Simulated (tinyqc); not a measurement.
# Short-channel transistor, virtual-source model with series resistance: supply voltage at a fixed off current

The current per gate width is the charge at the top of the source barrier (the virtual source) times its velocity times a saturation function; al and be are fitting constants of the model. Units: I in uA/um, Rs in ohm um, so I Rs = 1e-6 I Rs in volts; Q in uC/cm^2, so I = 1e-4 Q vx0 Fsat with vx0 in cm/s.

Intrinsic voltages Vg' = Vgs - I Rs, Vd' = Vds - 2 I Rs. n = n0 + nd Vd', VT = VT0 - dl Vd', Ff = 1/(1 + exp((Vg' - VT + al Vt/2)/(al Vt))), Q = Cinv n Vt ln(1 + exp((Vg' - VT + al Vt Ff)/(n Vt))), Vdsat = (vx0 L/mu)(1 - Ff) + Vt Ff, Fsat = u/(1 + u^be)^(1/be) with u = Vd'/Vdsat, and I = Q vx0 Fsat per width. I is solved self-consistently. For each supply Vdd, VT0 is set so that I(Vgs = 0, Vds = Vdd) = 100 nA/um; Ion = I(Vdd, Vdd); C = Cinv L + 0.55 fF/um of parasitic capacitance; delay C Vdd/Ion, energy C Vdd^2.

Values chosen for this exercise:
```
symbol,value,unit,meaning
T,293,K,temperature
Cinv,1.72,uF/cm^2,inversion capacitance
vx0,1.97e7,cm/s,velocity at the virtual source
mu,290,cm^2/(V s),apparent mobility
L,16,nm,channel length
dl,0.09,V/V,drain-induced barrier lowering
n0,1.24,,subthreshold factor
nd,0,1/V,growth of n with drain voltage
al,3.5,,threshold shift (in units of Vt) from weak to strong inversion
be,1.8,,sharpness of saturation
Rs,120,ohm um,series resistance of each contact
```

Constants: q = 1.602176634e-19 C, kB = 1.380649e-23 J/K, Vt = kB T/q. Results are converted to the units shown.

Supply voltage at a fixed off current:
```
Vdd (V)	VT0 (V)	Ion (uA/um)	delay (ps)	energy (fJ/um)
0.4	0.3378	268.6	1.229	0.1320
0.5	0.3468	464.2	0.8889	0.2063
0.6	0.3558	675.8	0.7327	0.2971
0.7	0.3649	895.6	0.6450	0.4043
0.8	0.3739	1120	0.5896	0.5281
0.9	0.3829	1346	0.5517	0.6684
1	0.3919	1574	0.5243	0.8252
1.1	0.4009	1802	0.5037	0.9985
```

The VT0 needed rises from 0.338 to 0.401 V and Ion rises from 269 to 1800 uA/um. The delay falls from 1.23 to 0.504 ps, while the energy grows as Vdd^2. Going from 0.4 to 0.5 V changes the delay by -28 %, going from 1 to 1.1 V by -3.9 %.

Computed by the program tinyqc: `OMP_NUM_THREADS=1 python tinyqc.py 2380165 2380166 out.jsonl`, one thread of a shared Intel Xeon 2.30GHz, about 0.02 s for the whole run.
